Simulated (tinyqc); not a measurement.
An infinitely deep well in a field (quantum-confined Stark shift), Airy functions: two steps of the calculation.

Hard walls at x = -L/2 and +L/2; between them U(x) = -F x (eV, zero at the centre). C = hbar^2/(2 m0), e = (C F^2/m1)^(1/3), z1 = (F L/2 - E)/e at the left wall and z2 = (-F L/2 - E)/e at the right wall. Levels are the roots of D(E) = Ai(z1) Bi(z2) - Ai(z2) Bi(z1).

Values chosen for this exercise: mass m1 = 0.086 m0; well width L = 17.9 nm; field F = 0.0011 V/nm; level sought n = 1.

Constants: q = 1.602176634e-19 C, hbar = 1.054571817e-34 J s, m0 = 9.1093837015e-31 kg, hbar^2/(2 m0) = 0.0380998212 eV nm^2. Results are converted to the units shown.

Task 1. Level without field and second-order shift. E_n(0) = C (n pi/L)^2/m1; second-order shift m1 F^2 L^4 (1 - 15/(pi n)^2)/(48 C pi^2 n^2).

Find: E_n(0); second-order shift; F L/E_1(0).

Result 1.

E_n(0) = 0.013646 eV
second-order shift = -0.30767 meV
F L/E_1(0) = 1.4429

Task 2. Secant step for the level. Secant step from the last two trial energies, E_a the older and E_b the newer: next = E_b - D(E_b) (E_b - E_a)/(D(E_b) - D(E_a)).

second trial energy = 0.0129 eV
third trial energy = 0.013346201 eV

Find: D(E_a); D(E_b); fourth trial energy.

Result 2.

D(E_a) = -0.012995
D(E_b) = 1.7920e-4
fourth trial energy = 0.013340 eV

Program tinyqc, `OMP_NUM_THREADS=1 python tinyqc.py 2580133 2580134 out.jsonl`; Intel Xeon 2.30GHz, shared host, one thread, about 0.03 s.
